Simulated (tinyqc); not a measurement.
Eight-band Kane k.p model: sweeps and comparisons. A value that a table varies takes the place of the one given here.

Eight-band Kane model, basis S, X, Y, Z times spin, zero of energy at the top of the unstrained valence band, c = hbar^2/2m0. Within each spin: H_SS = Eg + A c k^2, H_SX = i P kx (likewise Y, Z), H_XX = -Dso/3 + L kx^2 + M (ky^2 + kz^2), H_XY = N kx ky, and cyclic. Spin-orbit term (Dso/3) L.sigma on X, Y, Z with (L_k)_ij = -i epsilon_kij: <X+|H|Y+> = -i Dso/3, <X+|H|Z-> = Dso/3, <Y+|H|Z-> = -i Dso/3, <Z+|H|X-> = -Dso/3, <Z+|H|Y-> = i Dso/3, <X-|H|Y-> = i Dso/3, and their conjugates; + and - are the spin along z. Terms from inversion asymmetry are left out, so every level is twofold.

P = sqrt(Ep c); A = 1/me - Ep (Eg + 2 Dso/3)/(Eg (Eg + Dso)) keeps the electron mass; g1' = g1 - Ep/(3 Eg), g2' = g2 - Ep/(6 Eg), g3' = g3 - Ep/(6 Eg) remove the coupling to S that the Luttinger values already hold; L = -c (g1' + 4 g2'), M = -c (g1' - 2 g2'), N = -6 c g3'.

Constants: hbar^2/2m0 = 3.80998211 eV angstrom^2.

Inputs chosen for the exercise (near those of Ge; shifted at random, so the results belong to these values and not to a real crystal):
```
symbol  value   unit        meaning
Eg      0.93    eV          gap at Gamma to the s-like level
Dso     0.283   eV          spin-orbit splitting
Ep      25.1    eV          Kane energy
me      0.0364  m0          electron mass at Gamma
g1      13.56               Luttinger gamma1
g2      4.19                gamma2
g3      5.64                gamma3
kmax    0.06    1/angstrom  end of the path
```

## Non-parabolicity of the conduction band

Unstrained, along [111], six points up to kmax. Parabolic: E = c k^2/me. Two-band form: E (1 + alpha E) = c k^2/me with alpha = (1 - me)^2/Eg. The column alpha(k) solves that form for alpha with the eight-band energy. Energies from the conduction edge.

Energies:
```
|k| (1/angstrom)  parabolic (eV)  two-band (eV)  eight-band (eV)  alpha(k) (1/eV)  parabolic / eight-band
0.0100                    0.0105         0.0104           0.0103            1.213                   1.013
0.0200                    0.0419         0.0403           0.0399            1.219                   1.049
0.0300                    0.0942         0.0867           0.0853            1.228                   1.105
0.0400                    0.1675         0.1461           0.1424            1.239                   1.176
0.0500                    0.2617         0.2154           0.2077            1.252                   1.260
0.0600                    0.3768         0.2918           0.2786            1.265                   1.353
```

alpha = 0.998 1/eV

What can be read from the table?

At the last point the parabola lies a factor 1.35 above the eight-band value, and the two-band form 13.2 meV above it. The parabola stays within 5 % up to |k| = 0.0200 1/angstrom of the points listed. alpha(k) goes from 1.213 to 1.265 1/eV, a spread of 4.3 % over this range; the simple rule gives 0.998, 18 % below the first value, as it knows neither Dso nor the remote terms.

## Four, six or eight bands for the holes

Unstrained, along [110]. Six bands: the X, Y, Z block alone with the full g1, g2, g3 in L, M, N. Four bands: the same with Dso sent to infinity. HH, LH and SO name the pairs from the top.

Valence levels (eV):
```
|k| (1/angstrom)     HH 4     HH 6     HH 8     LH 4     LH 6     LH 8     SO 6     SO 8
0.0100            -0.0011  -0.0011  -0.0011  -0.0092  -0.0091  -0.0090  -0.2883  -0.2874
0.0200            -0.0045  -0.0044  -0.0044  -0.0369  -0.0350  -0.0340  -0.3056  -0.3015
0.0300            -0.0100  -0.0098  -0.0098  -0.0829  -0.0730  -0.0695  -0.3398  -0.3274
0.0400            -0.0179  -0.0169  -0.0169  -0.1475  -0.1153  -0.1087  -0.3987  -0.3683
0.0500            -0.0279  -0.0257  -0.0257  -0.2304  -0.1547  -0.1463  -0.4900  -0.4262
0.0600            -0.0402  -0.0357  -0.0356  -0.3318  -0.1892  -0.1806  -0.6161  -0.5007
```

What can be read from the table?

At |k| = 0.0600 the heavy holes of the three models span 4.6 meV and the light holes 151.2 meV. The split-off band moves the light hole by +142.6 meV and treating the conduction band exactly moves it by +8.6 meV more; the split-off band matters more here, where the four-band light-hole energy is 1.17 times Dso and 0.36 times Eg. The four-band light hole has even passed below -Dso = -0.283 eV, where that model has no meaning.

## What each parameter does

Unstrained; levels at |k| = kmax along [111], all derived values formed anew. Each row changes one parameter from the base and keeps the others.

Results:
```
case             conduction (eV)  heavy hole (eV)  light hole (eV)  split-off (eV)
base                      1.2086          -0.0313          -0.1696         -0.5131
Eg = 0.837 eV             1.1076          -0.0313          -0.1693         -0.4996
Dso = 0.3113 eV           1.2094          -0.0313          -0.1776         -0.5320
Ep = 22.59 eV             1.2123          -0.0313          -0.1694         -0.5199
me = 0.0328 m0            1.2440          -0.0313          -0.1682         -0.5085
g1 = 14.916               1.2059          -0.0499          -0.1876         -0.5296
g2 = 4.609                1.2086          -0.0313          -0.1696         -0.5131
g3 = 6.204                1.2042          -0.0158          -0.1596         -0.5341
```

How do the results move?

The largest shifts from the base row, up to three for each result and ties (the steps differ in size, so this ranks the rows, not the parameters). conduction (eV): Eg -0.1009, me +0.0354, g3 -0.0044; unchanged at the printed digits by g2. heavy hole (eV): g1 -0.0186, g3 +0.0155; unchanged at the printed digits by Eg, Dso, Ep, me and g2. light hole (eV): g1 -0.0180, g3 +0.0099, Dso -0.0081; unchanged at the printed digits by g2. split-off (eV): g3 -0.0210, Dso -0.0189, g1 -0.0165; unchanged at the printed digits by g2. Along [111] the heavy hole follows g1 - 2 g3 alone.

(tinyqc, `OMP_NUM_THREADS=1 python tinyqc.py 1080111 1080112 out.jsonl`, Intel(R) Xeon(R) Processor @ 2.30GHz, 1 thread, shared host, about 0.02 s.)
